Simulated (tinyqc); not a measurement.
Surface potential of a MOS transistor: implicit equation and explicit approximations: one step of the calculation.

p-type body, charge-sheet picture, depletion and inversion only, full ionisation (an idealisation for deep acceptors), Boltzmann statistics (rough once Na exp(x - xn) passes about Nc/7). In units of Vt: xg = (Vg - Vfb)/Vt, x = psi/Vt, G = gamma/sqrt(Vt), xn = (2 phiF + Vc)/Vt. The implicit equation is (xg - x)^2 = G^2 [x - 1 + exp(x - xn)] for x above about 3. Cox = eps0 eox/tox.

Problem. Scales. ni = sqrt(Nc Nv) exp(-Eg/(2 Vt)), Eg in volts; phiF = Vt ln(Na/ni); gamma = sqrt(2 q eps0 eps_r Na)/Cox; VT = Vfb + Vt (xn + G sqrt(xn - 1)).

Inputs (values chosen for the exercise); band and dielectric values close to those of silicon:

| symbol | value | unit | meaning |
|---|---|---|---|
| T | 300 | K | temperature |
| Eg | 1.11 | eV | band gap |
| eps_r | 11.8 |  | relative permittivity |
| Nc | 2.82e19 | cm^-3 | conduction-band density of states at T |
| Nv | 2.62e19 | cm^-3 | valence-band density of states at T |
| eox | 9.02 |  | relative permittivity of the gate insulator (close to aluminium oxide) |
| tox | 5.3 | nm | insulator thickness |
| Na | 9.5e16 | cm^-3 | acceptor density |
| Vfb | -0.36 | V | flat-band voltage |
| Vc | 0.2 | V | channel-body voltage |
| Vg | 1.45 | V | gate-body voltage |

Constants: q = 1.602176634e-19 C, kB = 1.380649e-23 J/K, Vt = kB T/q, eps0 = 8.8541878128e-14 F/cm where lengths are in cm. Results are converted to the units shown.

Wanted: phiF; gamma; G; xn; VT; xg.

Solution.

phiF = 0.4088 V
gamma = 0.1183 V^0.5
G = 0.7361
xn = 39.36
VT = 0.7754 V
xg = 70.01

Range of the model: The electron quasi-Fermi level lies less than 2 Vt below the band edge at the surface, or above it, where degeneracy and confinement, left out, matter.

Program tinyqc, `OMP_NUM_THREADS=1 python tinyqc.py 2122139 2122140 out.jsonl`; Intel Xeon 2.30GHz, shared host, one thread, about 0.01 s.
